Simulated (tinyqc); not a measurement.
Free-carrier optics of a doped semiconductor (Drude model with one polar phonon): one step. Optical constants. Two cases, with inputs chosen for the exercise.

Problem. Convert eps at the photon energy E (in meV) into the optical constants.

n + i k = sqrt(eps1 + i eps2) with k >= 0; R = ((n - 1)^2 + k^2)/((n + 1)^2 + k^2) at normal incidence from vacuum; alpha = 2 E k/(hbar c), times 1e8 for 1/cm; loss function Im(-1/eps) = eps2/(eps1^2 + eps2^2).

Constants: hbar c = 1973.269805 eV angstrom.

Case 1.

Values chosen (out of a larger set: mass and dielectric values near those of GaAs; N and mu are free inputs; interband absorption and the rise of the mass with filling are left out; not measured data): E = 51.7 meV (photon energy).

eps = 4.593184+0.906210i

Case 2.

Values chosen (out of a larger set: mass and dielectric values near those of InSb; N and mu are free inputs; interband absorption and the rise of the mass with filling are left out; not measured data): E = 17.2 meV (photon energy).

eps = -31.768548+7.268734i

Give: n; k; R; alpha.

Solution.

Case 1.

n = 2.1535
k = 0.2104
R = 0.1376
alpha = 1.10e+03 1/cm

Light of this energy penetrates 1/alpha = 9.07 micrometre.

Case 2.

n = 0.6407
k = 5.6727
R = 0.9265
alpha = 9.89e+03 1/cm

Light of this energy penetrates 1/alpha = 1.01 micrometre.

Computed by tinyqc, one run a case: `OMP_NUM_THREADS=1 python tinyqc.py N N+1 out.jsonl` with N = 1681079, 1681198; one thread of a shared Intel(R) Xeon(R) Processor @ 2.30GHz, about 0.01 s a run at most.
